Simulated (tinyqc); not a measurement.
# Changing the channel length L

Model: stress in a transistor channel from embedded alloy regions, liners and fins, by half-space elasticity. Computed by tinyqc, a small Python program. Command: `OMP_NUM_THREADS=1 python tinyqc.py 3017204 3017205 out.jsonl stressor sweep`. One thread of a shared host (Intel(R) Xeon(R) Processor @ 2.30GHz), about 0.06 s of CPU time with the checks.

Plane strain in an isotropic half-space, the same constants everywhere; x along the channel from its centre, y downwards from the free surface; stress is positive in tension.

Inputs (values chosen for the exercise, modelled on silicon): alloy fraction x = 0.38; lattice change per unit x, beta = 0.0416; Young's modulus E = 173 GPa; Poisson ratio nu = 0.24; length of each stressor S = 115 nm; recess depth d = 20 nm; depth of the field point y = 1 nm; liner stress = -3.2 GPa; liner thickness t = 40 nm; longitudinal piezoresistance coefficient = 74.1 1e-11/Pa; vertical piezoresistance coefficient = -0.91 1e-11/Pa.

Stressor: Si(1-x)Ge(x) source and drain.

Method:
- Misfit e = beta x. A fully constrained inclusion holds the stress -p with p = E e/(1 - 2 nu); a blanket film would hold -E e/(1 - nu) in the plane.
- A line element dA of misfit at (a, c) in the half-space gives, with C = E e/(2 pi (1 - nu)), X = x - a, r1^2 = X^2 + (y - c)^2, r2^2 = X^2 + Y^2, Y = y + c: s_xx = -C dA {[X^2 - (y - c)^2]/r1^4 + 3 [X^2 - Y^2]/r2^4 + 4 y Y (Y^2 - 3 X^2)/r2^6}, s_yy = C dA {[X^2 - (y - c)^2]/r1^4 - [X^2 - Y^2]/r2^4 + 4 y Y (Y^2 - 3 X^2)/r2^6}. These are integrated over two rectangles, L/2 < |a| < L/2 + S, 0 < c < d (closed form in a, 200 Gauss-Legendre points in c).
- The liner over source and drain ends at the gate, x = -/+ L/2, and pulls there with the force per width F = (liner stress) t along the surface. A tangential line force gives s_xx = (2 F/pi) X^3/(X^2 + y^2)^2 at the distance X; two of them add at the centre, X = L/2. For L > 3.5 y the concentrated force is an upper bound.
- d mu/mu = -(pi_L s_xx + pi_z s_yy) for the embedded regions alone; the stress across the width is left out.

One run for each value:
```
channel length L (nm)  s_xx (MPa)  s_xx from the liner (MPa)  mobility change (%)
12                        -4419.8                     -25714               327.51
21                        -3912.2                     -15244               289.89
36                        -3010.0                      -8999               223.04
63                        -1926.2                      -5163               142.73
110                       -1051.2                      -2961                77.89
190                        -513.6                      -1715                38.06
330                        -225.6                       -988                16.72
580                         -89.4                       -562                 6.62
1000                        -34.2                       -326                 2.54
```

Over the rows, s_xx (MPa) rises from -4420 to -34.2 (exponent d ln y / d ln x -0.22 between the first rows and -1.8 between the last); s_xx from the liner (MPa) rises from -25700 to -326 (exponent d ln y / d ln x -0.93 between the first rows and -1.00 between the last); mobility change (%) falls from 328 to 2.54 (exponent d ln y / d ln x -0.22 between the first rows and -1.8 between the last). The exponent of s_xx from the liner stays between -1.00 and -0.93, near -1: the field of a line force.

Caution (rows 12.0, 21.0, 36.0, 63.0, 110): the real force is spread over several liner thicknesses, so for a channel this short the concentrated force clearly overstates the stress. Caution (rows 12.0, 21.0, 36.0, 63.0, 110, 190): beyond a few hundred MPa bulk piezoresistance coefficients no longer describe an inversion layer well.

Extremes, crossings and ranges named in words are read from the listed rows.
